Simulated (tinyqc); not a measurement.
Inside a calculation. Model: ion-assisted plasma etching: sheath, surface coverage, synergy and aspect-ratio dependence. Computed by tinyqc, a small Python program that keeps every step. Command: `OMP_NUM_THREADS=1 python tinyqc.py 3013551 3013552 out.jsonl etch walk`. One thread of a shared host (Intel(R) Xeon(R) Processor @ 2.30GHz), about 0.05 s of CPU time with the checks. Intermediate numbers are printed to about 7 digits and carried at full precision; extremes and crossings named in words are read from the listed rows.

Radicals adsorb on bare sites; ions remove covered sites with a high yield and bare sites by sputtering; a slow spontaneous reaction acts everywhere, walls included.

Inputs (values chosen for the exercise, close to those used for silicon in a halogen plasma):

| quantity | value | unit |
|---|---|---|
| plasma density n_e | 1.8e+11 | 1/cm^3 |
| electron temperature T_e | 3.1 | eV |
| ion mass M_i | 71 | u |
| sheath voltage V | 200 | V |
| radical density n | 1.8e+14 | 1/cm^3 |
| radical mass M_n | 35.5 | u |
| gas temperature T_g | 600 | K |
| sticking coefficient s | 0.11 | - |
| radicals per removed unit x | 2 | - |
| yield slope b | 0.25 | eV^(-1/2) |
| threshold E_th | 30 | eV |
| sputter slope b_p | 0.011 | eV^(-1/2) |
| sputter threshold E_p | 27 | eV |
| spontaneous reaction probability k_c | 1.2e-05 | - |
| solid density N | 5e+22 | 1/cm^3 |
| ion temperature T_i | 0.39 | eV |
| aspect ratio A | 4.5 | - |

Feature: long trench.

Constants: e = 1.602176634e-19 C; u = 1.6605390666e-27 kg; k_B = 1.380649e-23 J/K; eps_0 = 8.8541878128e-12 F/m.

## Fluxes

Bohm speed u_B = sqrt(e T_e/M_i); ion flux G_i = 0.61 n_e u_B; radical flux G_n = n c/4 with c = sqrt(8 k_B T_g/(pi M_n)).

Bohm speed = 205249.6 cm/s

ion flux G_i = 2.253641e+16 1/(cm^2 s)

radical speed c = 59820.30 cm/s

radical flux G_n = 2.691914e+18 1/(cm^2 s)

flux ratio G_n/G_i = 119.4473

## Sheath and ion angles

Debye length lambda_D = sqrt(eps_0 T_e/(e n_s)) with n_s = 0.61 n_e, T_e in volts; Child-law sheath d = (sqrt2/3) lambda_D (2 V/T_e)^(3/4); ion energy E = V + T_e/2; angular spread = arctan(sqrt(T_i/E)).

Debye length = 39.50016 um

sheath thickness = 712.8798 um

ion energy E = 201.55 eV

angular spread = 2.518742 degrees

## Yields

Yields: Y = b (sqrt(E) - sqrt(E_th)) on covered sites, Y_p = b_p (sqrt(E) - sqrt(E_p)) on bare ones (zero below threshold).

yield Y = 2.179901

sputter yield Y_p = 0.09900746

## Open-field etch rate

Steady coverage: s G_n (1 - theta) = x Y G_i theta; removal flux = Y G_i theta + Y_p G_i (1 - theta) + k_c G_n; rate = flux/N, 1 cm/s = 6e8 nm/min. Lateral rate = k_c G_n/N; anisotropy = 1 - lateral/vertical; synergy = vertical/(ions alone + radicals alone), with ions alone Y_p G_i/N and radicals alone the lateral rate.

coverage theta = 0.7508543

vertical rate = 449.7065 nm/min

lateral rate = 0.3876356 nm/min

anisotropy = 0.9991380

synergy = 16.55591

Ions and radicals both limit the rate.

## Rate at the floor of the feature

Transmission of a long trench, rough form: K = (1 + ln(1 + A))/(1 + A + ln(1 + A)), walls that scatter diffusely without loss. With a loss probability S = s (1 - theta) at the floor, G_b/G_n = K/(K + S - K S); theta follows G_b, and the two are solved together. Ions are taken to reach the floor unshadowed; G_b replaces G_n in every term of the rate; A is depth over width.

transmission K = 0.3754119

G_b/G_n = 0.9549334

coverage at the floor = 0.7421283

rate at the floor = 444.7785 nm/min

floor rate over open-field rate = 0.9890417

The lag is 1.1 %. Caution: the trench transmission is an interpolation between the limits 1 and ln(A)/A, good to tens of per cent.

## Etch lag against aspect ratio

The formulas are those given above.

Floor of the feature:

| A | K | G_b/G_n | theta | rate (nm/min) | relative rate |
|---|---|---|---|---|---|
| 0.5 | 0.7375969 | 0.9902740 | 0.7490215 | 448.6713 | 0.9976980 |
| 1.0 | 0.6286872 | 0.9838794 | 0.7478016 | 447.9823 | 0.9961661 |
| 2.0 | 0.5120300 | 0.9740540 | 0.7459041 | 446.9107 | 0.9937831 |
| 5.0 | 0.3582964 | 0.9515313 | 0.7414447 | 444.3924 | 0.9881833 |
| 10.0 | 0.2536141 | 0.9210310 | 0.7351503 | 440.8384 | 0.9802803 |
| 20.0 | 0.1682097 | 0.8693687 | 0.7237592 | 434.4081 | 0.9659813 |
| 50.0 | 0.0897808 | 0.7440812 | 0.6915912 | 416.2569 | 0.9256191 |
| 100.0 | 0.0531659 | 0.5851849 | 0.6381507 | 386.1217 | 0.8586082 |

K falls by a factor 13.9 over the rows and the rate by 1.16. Among these rows the rate stays within 10 % of the open-field value up to A = 50, with an open-field coverage of 0.75. Caution: rows with A above about 1/(2 tan(ion spread)) or 1/sqrt(k_c), often 10 to 30, are formal: ion shadowing, radical loss on the walls, redeposition of sputtered material and, in fluorocarbon plasmas, polymer growth are left out and add to the lag.

## Yield per ion against the flux ratio

The ion flux is fixed and the radical flux set by the ratio; the removal per ion is the removal flux over G_i.

Open field:

| G_n/G_i | theta | rate (nm/min) | removal per ion |
|---|---|---|---|
| 0.3 | 0.0075123 | 31.0038 | 0.114643 |
| 1 | 0.0246096 | 40.6276 | 0.150229 |
| 3 | 0.0703654 | 66.3832 | 0.245466 |
| 10 | 0.2014725 | 140.1864 | 0.518370 |
| 30 | 0.4308205 | 269.3170 | 0.995859 |
| 100 | 0.7161550 | 430.1163 | 1.590450 |
| 300 | 0.8833023 | 524.8276 | 1.940666 |
| 1000 | 0.9618764 | 571.3169 | 2.112570 |
| 3000 | 0.9869607 | 591.9236 | 2.188768 |

Coverage reaches one half at G_n/G_i = x Y/s = 39.6. Below that the ion-assisted part follows the radical flux, on top of the sputter floor Y_p = 0.0990; above it the ion-assisted part saturates at Y = 2.18 per ion.

Checks made by the program: series form 1/R = 1/(Y G_i) + x/(s G_n) of the ion-assisted part (relative difference below 1e-10).
